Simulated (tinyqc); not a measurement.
Inside a calculation. Model: solid solubility of a dopant against its melt (retrograde solidus), clustering and the electrically active fraction. Computed by tinyqc, a small Python program that keeps every step. Command: `OMP_NUM_THREADS=1 python tinyqc.py 3009002 3009003 out.jsonl retro walk`. One thread of a shared host (Intel(R) Xeon(R) Processor @ 2.30GHz), about 0.01 s of CPU time with the checks. Intermediate numbers are printed to about 6 digits and carried at full precision; extremes and crossings named in words are read from the listed rows.

Inputs (values chosen for the exercise, of the order of those of gallium in silicon for the solubility):
```
quantity                                      value        unit
melting point of the host T_m                  1687           K
heat of melting of the host H_f                50.2      kJ/mol
interaction L of the melt                       2.7      kJ/mol
enthalpy of transfer from melt to solid H     0.637          eV
entropy of transfer S                         -0.71         k_B
site density N0                               5e+22      1/cm^3
temperature T                                  1450           K
total dopant density N_t                    2.9e+21      1/cm^3
atoms per cluster m                               3           -
cluster scale N* at 1273 K                  2.6e+20      1/cm^3
activation energy E_b of the cluster scale     0.24          eV
anneal temperature T_a                         1075           K
mobility mu                                      95  cm^2/(V s)
```

Clustering: clusters of m atoms, electrons left out.

Constants: R = 8.314462618 J/(mol K); k_B = 8.617333262e-05 eV/K; e = 1.602176634e-19 C; N_A = 6.02214076e+23 1/mol.

## Liquidus and solidus at T

x_l and x_s are atom fractions of the dopant in melt and solid; the solid is dilute. Liquidus of the host: R T ln(1 - x_l) + L x_l^2 = -H_f (1 - T/T_m). Distribution: k = x_s/x_l = exp[L (1 - x_l)^2/(R T)] exp(S/k_B - H/(k_B T)), the first factor being the activity coefficient in the melt. Solubility = x_s N0; at T_m x_l = 0.

x_l = 0.469740

distribution coefficient k = 0.00319869

x_s = 0.00150255

solubility = 7.51277e+19 1/cm^3

k at the melting point = 0.00745183

k has changed by a factor 0.43 from its value at T_m, while x_l has grown from 0 to 0.470.

## The retrograde maximum

The largest x_s N0 between 900 K and T_m. For an ideal melt with constant heats the maximum has x_l = H_f/(H + H_f), H in the same units.

temperature of the maximum = 1458.12 K

largest solubility = 7.51868e+19 1/cm^3

x_l there = 0.455572

ideal-melt value H_f/(H + H_f) = 0.449574

The maximum lies 229 K below T_m: above it the melt runs out of dopant, below it k falls as exp(-H/(k_B T)).

## The solidus

The formulas are those given above.

Against temperature:
```
T (K)       x_l           k  solubility (1/cm^3)  over the maximum
1000   0.935623  0.00030332          1.41895e+19          0.188723
1100   0.882306  0.00059558          2.62740e+19          0.349450
1200   0.803515  0.00104932          4.21570e+19          0.560697
1300   0.694535  0.00170719          5.92852e+19          0.788505
1400   0.552707  0.00262244          7.24721e+19          0.963894
1500   0.379586  0.00386914          7.34336e+19          0.976681
1580   0.223232  0.00517187          5.77263e+19          0.767771
1640   0.099241  0.00636649          3.15908e+19          0.420164
1675   0.025437  0.00716142          9.10808e+18          0.121139
```

Between the first rows the Arrhenius energy of the solubility is 0.58 eV, against H = 0.637 eV; it shrinks to zero at 1458 K and turns negative beyond. A crystal saturated at the maximum precipitates dopant-rich liquid on cooling and on heating alike. Below a eutectic or compound temperature another phase would set the limit.

## Active fraction after the anneal

A highly soluble donor (another dopant than that of the solidus) is limited by clustering. Donors N_a are active, and clusters hold m atoms each: N_t = N_a + m C, m C = N* (N_a/N*)^m, with N*(T) = N*(1273 K) exp[-(E_b/k_B)(1/T - 1/1273)]. Resistivity = 1/(e mu N_a).

N*(T_a) = 1.73767e+20 1/cm^3

active density N_a = 4.21418e+20 1/cm^3

active fraction = 0.145317

resistivity = 0.155902 milliohm cm

Doubling the dose would raise N_a by only 28 %. Caution: this clustering law is a generic form; degeneracy and a doping-dependent mobility are left out.

## Active against total

A highly soluble donor (another dopant than that of the solidus) is limited by clustering. Donors N_a are active, and clusters hold m atoms each: N_t = N_a + m C, m C = N* (N_a/N*)^m, with N*(T) = N*(1273 K) exp[-(E_b/k_B)(1/T - 1/1273)].

Active density (1/cm^3):
```
N_t (1/cm^3)   N_a at T_a  fraction  N_a at T_a + 150 K  N_a at T_a - 150 K
1.00e+19      9.96721e+18  0.996721         9.98253e+18         9.92498e+18
3.00e+19      2.91774e+19  0.972579         2.95470e+19         2.82669e+19
1.00e+20      8.18439e+19  0.818439         8.80239e+19         7.17074e+19
2.00e+20      1.28965e+20  0.644823         1.45694e+20         1.06724e+20
5.00e+20      2.06858e+20  0.413715         2.44221e+20         1.63657e+20
1.00e+21      2.79201e+20  0.279201         3.35699e+20         2.16909e+20
2.00e+21      3.66718e+20  0.183359         4.45666e+20         2.81855e+20
5.00e+21      5.13585e+20  0.102717         6.29053e+20         3.91612e+20
```

The exponent d ln N_a/d ln N_t falls from 0.98 to 0.37, towards 1/m = 0.333. At the highest dose a 150 K hotter anneal gives 1.22 times the active density, and a later step 150 K cooler would cut it to 0.76 if it ran to equilibrium: short hot anneals come last. For ionised donors far above n_i the electrons enter the mass action too and halve the limiting exponent.

Checks made by the program: the ideal-melt maximum (relative difference 3e-08).
